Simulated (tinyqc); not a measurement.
Charge-trap memory cell: two steps of the calculation.

Channel, tunnel oxide, storage layer, blocking layer, gate. N electrons per area sit in a sheet at the centroid and shift the threshold by U = (q/eps0) N (tb/eb + xc tn/en). EOT = t1 + 3.9 (tn/en + tb/eb); tunnel field F = (Vg - U)/EOT; dN/dt = eta (J/q)(1 - N/Nm). Fowler-Nordheim: J = A F^2 exp(-B/F), A = q^2/(16 pi^2 hbar mo phi) (times 1e14 for A/cm^2 with F in V/nm, emitter mass m0), B = (4/3) sqrt(mo/C) phi^1.5, C = hbar^2/(2 m0).

Values chosen for this exercise; oxide values close to those of silicon dioxide, storage layer close to silicon nitride, blocking layer close to aluminium oxide:
```
symbol,value,unit,meaning
phi,3.07,eV,tunnel barrier
mo,0.49,m0,tunnelling mass
t1,5.3,nm,tunnel oxide (permittivity 3.9)
tn,4.5,nm,storage layer
en,7.4,,its relative permittivity
tb,9.7,nm,blocking layer
eb,9,,its relative permittivity
xc,0.36,,"charge centroid, share of tn counted from the blocking side"
eta,0.88,,capture efficiency of an empty layer
Nm,2.4e13,cm^-2,trap density
T,398,K,storage temperature
E1,0.86,eV,shallowest trap depth
E2,1.7,eV,deepest trap depth
nu,1e13,1/s,attempt frequency
Vg,13.3,V,gate voltage less flat band and surface potential
```

Constants: q = 1.602176634e-19 C, kB = 1.380649e-23 J/K, hbar = 1.054571817e-34 J s, m0 = 9.1093837015e-31 kg, Vt = kB T/q, eps0 = 8.8541878128e-14 F/cm where lengths are in cm, hbar^2/(2 m0) = 0.0380998212 eV nm^2. Results are converted to the units shown.

Task 1. Constants of the stack. EOT, the shift for 1e12 electrons per cm^2, the shift with all traps full, and the starting field, current and rate.

Wanted: EOT; shift for 1e12 cm^-2; shift with all traps full; F(0); J(0); dN/dt at the start.

Result 1.

EOT = 11.875 nm
shift for 1e12 cm^-2 = 0.23464 V
shift with all traps full = 5.6313 V
F(0) = 1.1200 V/nm
J(0) = 0.013663 A/cm^2
dN/dt at the start = 7.5042e16 cm^-2 s^-1

Task 2. Retention after ten years. Retention: filled traps are spread evenly in depth from E1 to E2, and each empties at the rate nu exp(-E/kB T). The share left is the mean of exp(-nu t exp(-E/kB T)) = [kB T/(E2 - E1)] [E1x(nu t exp(-E2/kB T)) - E1x(nu t exp(-E1/kB T))], E1x the exponential integral; traps shallower than about Ed = kB T ln(nu t) are empty. t = 3.15576e8 s.

Wanted: Ed; share left; loss a decade while Ed lies between E1 and E2, kB T ln 10/(E2 - E1).

Result 2.

Ed = 1.6978 eV
share left = 0.0099418
loss a decade while Ed lies between E1 and E2, kB T ln 10/(E2 - E1) = 0.094014

Range of the model: The Fowler-Nordheim form needs F t1 above phi; trap-assisted paths and leakage through the blocking layer are left out.

Numbers from tinyqc (`OMP_NUM_THREADS=1 python tinyqc.py 2130170 2130171 out.jsonl`; about 0.09 s on one thread of a shared Intel Xeon 2.30GHz).
